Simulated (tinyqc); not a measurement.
What each parameter does: tunnelling through a thin dielectric with one trap, as a tight-binding chain.

Hopping -t everywhere, t = c/(m a^2), c = hbar^2/2m0; lead sites at 2t (band bottom 0), barrier sites 1 to N at 2t + phi, and site j has U besides. No voltage. Leads give S = -t exp(ika) on sites 1 and N, cos(ka) = 1 - E/(2t). T = (2 t sin(ka))^2 |G_1N|^2, G = (E - H - S)^-1. In the barrier cosh(q a) = 1 + (phi - E)/(2t).

Resonance: the lowest eigenvalue of H + S(E), iterated until its real part equals E (40 rounds from Eb = phi + 2t - sqrt(4t^2 + U^2), the level in an endless barrier). With v the normalised squared amplitudes of that state, Gamma_L = 2 t sin(ka) v_1, Gamma_R = 2 t sin(ka) v_N; Breit-Wigner T = Gamma_L Gamma_R/((E - Er)^2 + (Gamma_L + Gamma_R)^2/4).

Constants: hbar^2/2m0 = 3.80998211 eV angstrom^2.

Parameters, chosen for this exercise (barrier and mass of the size used for Si3N4 on silicon; shifted at random, so the results belong to these values and not to a real crystal):
- a = 2.5 angstrom (site spacing)
- m = 0.5 m0 (mass, the same in leads and barrier)
- phi = 2.01 eV (conduction edge of the barrier above that of the leads)
- N = 10 (barrier sites)
- j = 6 (site of the trap)
- U = -2.52 eV (extra energy on the trap site)
- E = 1.14 eV (electron energy)

Resonance and log10 T at E.

Results for these values:

| case | Er (eV) | Gamma_L (meV) | Gamma_R (meV) | log10 T |
|---|---|---|---|---|
| base | 0.9419 | 0.1707 | 1.043 | -4.791 |

What happens to each result for j = 5, all else kept?

Answer: Er does not change at the printed digits; Gamma_L rises from 0.1707 to 1.043; Gamma_R falls from 1.043 to 0.1707; log10 T does not change at the printed digits.

The same for each parameter in turn:

| case | Er (eV) | Gamma_L (meV) | Gamma_R (meV) | log10 T |
|---|---|---|---|---|
| base | 0.9419 | 0.1707 | 1.043 | -4.791 |
| m = 0.46 m0 | 1.0034 | 0.3100 | 1.684 | -4.185 |
| phi = 2.11 eV | 1.0419 | 0.1689 | 1.032 | -4.476 |
| N = 11 | 0.9418 | 0.1706 | 0.1706 | -5.506 |
| j = 5 | 0.9419 | 1.043 | 0.1707 | -4.791 |
| U = -2.444 eV | 0.9962 | 0.2055 | 1.201 | -4.520 |

Program tinyqc; command `OMP_NUM_THREADS=1 python tinyqc.py 1451469 1451470 out.jsonl`; about 0.1 s on one thread of a shared Intel(R) Xeon(R) Processor @ 2.30GHz.
